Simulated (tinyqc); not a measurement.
Fully depleted semiconductor-on-insulator film with two gates, non-linear Poisson equation by Newton steps: charge against front-gate voltage.

One dimension across the film, front interface at x = 0, back interface at x = ts. psi is counted from the intrinsic level, n = ni exp(psi/Vt) (source grounded), holes neglected, acceptors ionised. Gates act through Cox = eps0 eox/tox and Cbox = 3.9 eps0/tb with potentials G1 = Vg - (phiM - chi - Vt ln(Nc/ni)) and G2 = Vb - (phiB - chi - Vt ln(Nc/ni)). Classical Boltzmann densities, no interface charge, no depletion in the back plane.

ni = sqrt(Nc Nv) exp(-Eg/(2 Vt)), Eg in volts. The Poisson equation eps0 eps_r d2psi/dx2 = q (n + Na), with -eps0 eps_r dpsi/dx = Cox (G1 - psi) at x = 0 and eps0 eps_r dpsi/dx = Cbox (G2 - psi) at x = ts, is solved on 300 equal intervals with half boxes at both ends; N_inv is the trapezoid sum of n. Swing = ln 10/(d ln N_inv/dVg); the last column is (dN_inv/dVb)/(dN_inv/dVg).

Values chosen for this exercise; band and dielectric values those of a made-up semiconductor: temperature T = 250 K; band gap Eg = 0.997 eV; relative permittivity eps_r = 13.1; conduction-band density of states at T Nc = 1.89e19 cm^-3; valence-band density of states at T Nv = 2.57e19 cm^-3; electron affinity chi = 4.01 eV; relative permittivity of the gate insulator (close to silicon nitride) eox = 7.63; insulator thickness tox = 4.7 nm; film thickness ts = 26 nm; buried-oxide thickness (eps_r 3.9) tb = 59 nm; acceptor density of the film Na = 1e15 cm^-3; work function of the front gate phiM = 4.36 eV; work function of the back plane phiB = 4.06 eV; back-gate voltage Vb = 0 V.

Constants: q = 1.602176634e-19 C, kB = 1.380649e-23 J/K, Vt = kB T/q, eps0 = 8.8541878128e-14 F/cm where lengths are in cm. Results are converted to the units shown.

Charge against front-gate voltage:

| Vg (V) | psi front (V) | psi back (V) | N_inv (cm^-2) | centroid/ts | swing (mV/decade) | q dN_inv/dVg over Cox | back/front leverage |
|---|---|---|---|---|---|---|---|
| -0.17 | -0.00874 | 0.0435 | 1.44e4 | 0.685 | 55.8 | 6.63e-8 | 0.125 |
| -0.02 | 0.136 | 0.171 | 7.16e6 | 0.631 | 55.5 | 3.31e-5 | 0.118 |
| 0.13 | 0.280 | 0.299 | 3.58e9 | 0.569 | 57.1 | 0.0161 | 0.109 |
| 0.28 | 0.400 | 0.374 | 2.50e11 | 0.394 | 153 | 0.420 | 0.0743 |
| 0.43 | 0.459 | 0.384 | 1.06e12 | 0.218 | 371 | 0.733 | 0.0512 |
| 0.58 | 0.489 | 0.386 | 2.13e12 | 0.145 | 647 | 0.846 | 0.0453 |
| 0.73 | 0.508 | 0.387 | 3.31e12 | 0.108 | 949 | 0.895 | 0.0430 |
| 0.88 | 0.522 | 0.387 | 4.53e12 | 0.0872 | 1.26e3 | 0.922 | 0.0419 |
| 1.03 | 0.532 | 0.387 | 5.79e12 | 0.0733 | 1.58e3 | 0.938 | 0.0412 |

N_inv passes 1e11 cm^-2 at Vg = 0.231 V. The swing starts at 55.8 mV a decade, against (1 + k) Vt ln 10 = 51.4 for a front channel with k = Cs Cbox/(Cox (Cs + Cbox)) = 0.0360, Cs = eps0 eps_r/ts; above threshold this column is no longer a subthreshold swing. The centroid falls from 0.685 to 0.0733 of ts and the leverage of the back gate falls from 0.125 to 0.0412. For Vg = 0.58, 0.73, 0.88, 1.03 the density at an interface exceeds 0.3 Nc, where Boltzmann statistics fail. For Vg = 0.73, 0.88, 1.03 the classical centroid lies within 3 nm of an interface, where confinement, left out, would push it away.

Numbers from tinyqc (`OMP_NUM_THREADS=1 python tinyqc.py 2190078 2190079 out.jsonl`; about 0.4 s on one thread of a shared Intel Xeon 2.30GHz).
